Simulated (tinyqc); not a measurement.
Chemical-mechanical planarisation: Preston law, pattern density and step-height reduction: one step, computed by the program tinyqc. Command: `OMP_NUM_THREADS=1 python tinyqc.py 3028999 3029000 out.jsonl cmp walk`. One thread of a shared host (Intel(R) Xeon(R) Processor @ 2.30GHz), about 0.01 s of CPU time with the checks.

A row of 8 cells, repeated periodically, holds raised features that cover a share rho of each cell.

Problem. State at time t. While h > h_c only raised areas polish, at R0/rho_eff, until t_c = rho_eff (h0 - h_c)/R0. After that h = h_c exp(-(t - t_c)/tau), tau = rho_eff h_c/R0; low areas polish at R0 (1 - h/h_c) and raised areas at R0 [1 + (1 - rho_eff) h/(rho_eff h_c)]. Removed from raised areas after t_c: h0 - h_c + R0 (t - t_c) + (1 - rho_eff)(h_c - h); from low areas: R0 (t - t_c) - rho_eff (h_c - h). Film left = z0 less the removal from raised areas.

Inputs (values chosen for the exercise, close to those used for oxide polishing):

| quantity | value | unit |
|---|---|---|
| initial step height h0 | 160 | nm |
| contact height h_c | 42 | nm |
| film above the raised areas z0 | 380 | nm |
| polish time t | 56 | s |

effective densities: 0.2611021  0.2816772  0.4314421  0.5998145  0.5067756  0.4811595  0.5557212  0.3823078

blanket rate R0 = 2.638938 nm/s

Give: Cells; range of film left across the row; largest remaining step; thinnest film left.

Solution.

Cells:

| cell | rho_eff | t_c (s) | step h (nm) | removed, raised (nm) | removed, low (nm) | film left on raised areas (nm) |
|---|---|---|---|---|---|---|
| 1 | 0.2611 | 11.68 | 0.001 | 266.0 | 106.0 | 114.0 |
| 2 | 0.2817 | 12.60 | 0.003 | 262.7 | 102.7 | 117.3 |
| 3 | 0.4314 | 19.29 | 0.200 | 238.6 | 78.8 | 141.4 |
| 4 | 0.5998 | 26.82 | 1.976 | 211.0 | 53.0 | 169.0 |
| 5 | 0.5068 | 22.66 | 0.673 | 226.4 | 67.0 | 153.6 |
| 6 | 0.4812 | 21.52 | 0.465 | 230.6 | 71.0 | 149.4 |
| 7 | 0.5557 | 24.85 | 1.241 | 218.3 | 59.6 | 161.7 |
| 8 | 0.3823 | 17.09 | 0.070 | 246.6 | 86.6 | 133.4 |

range of film left across the row = 54.98 nm

largest remaining step = 1.976 nm

thinnest film left = 114.0 nm

8 of 8 cells have reached contact. The cell with the lowest rho_eff has lost the most film from its raised areas.
